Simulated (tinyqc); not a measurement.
Hueckel theory of the pi electrons, for the molecule [CH2]c1ccccc1 (SMILES; centres numbered as the heavy atoms are written), step by step. One step of it, computed by the program tinyqc.

Problem. Orbitals. Diagonalise; E = alpha + x beta with beta < 0, so the largest x are filled first; degenerate levels share their electrons. P = sum n_i c_ri c_si; each orbital has its largest coefficient positive (the first on a tie).

Hueckel matrix in units of beta (H = alpha + beta A), lower triangle:
```
          1C        2C        3C        4C        5C        6C        7C
1C  0.000000
2C  1.000000  0.000000
3C  0.000000  1.000000  0.000000
4C  0.000000  0.000000  1.000000  0.000000
5C  0.000000  0.000000  0.000000  1.000000  0.000000
6C  0.000000  0.000000  0.000000  0.000000  1.000000  0.000000
7C  0.000000  1.000000  0.000000  0.000000  0.000000  1.000000  0.000000
```

pi electrons, sum of z_r less the charge = 7

Give: x values; occupations; coefficients; charge and bond-order matrix P.

Solution.

x values: 2.1010  1.2593  1.0000  0.0000  -1.0000  -1.2593  -2.1010

occupations: 2.0000  2.0000  2.0000  1.0000  0.0000  0.0000  0.0000

coefficients:
```
       MO1      MO2      MO3      MO4      MO5      MO6      MO7
1C  0.2380  -0.3971   0.0000   0.7559   0.0000  -0.3971  -0.2380
2C  0.5000  -0.5000   0.0000   0.0000   0.0000   0.5000   0.5000
3C  0.4063  -0.1163   0.5000  -0.3780   0.5000  -0.1163  -0.4063
4C  0.3536   0.3536   0.5000   0.0000  -0.5000  -0.3536   0.3536
5C  0.3366   0.5615   0.0000   0.3780   0.0000   0.5615  -0.3366
6C  0.3536   0.3536  -0.5000   0.0000   0.5000  -0.3536   0.3536
7C  0.4063  -0.1163  -0.5000  -0.3780  -0.5000  -0.1163  -0.4063
```

charge and bond-order matrix P, lower triangle:
```
         1C       2C       3C       4C      5C      6C      7C
1C   1.0000
2C   0.6350   1.0000
3C   0.0000   0.5226   1.0000
4C  -0.1125   0.0000   0.7050   1.0000
5C   0.0000  -0.2250   0.0000   0.6350  1.0000
6C  -0.1125   0.0000  -0.2950   0.0000  0.6350  1.0000
7C   0.0000   0.5226   0.0000  -0.2950  0.0000  0.7050  1.0000
```
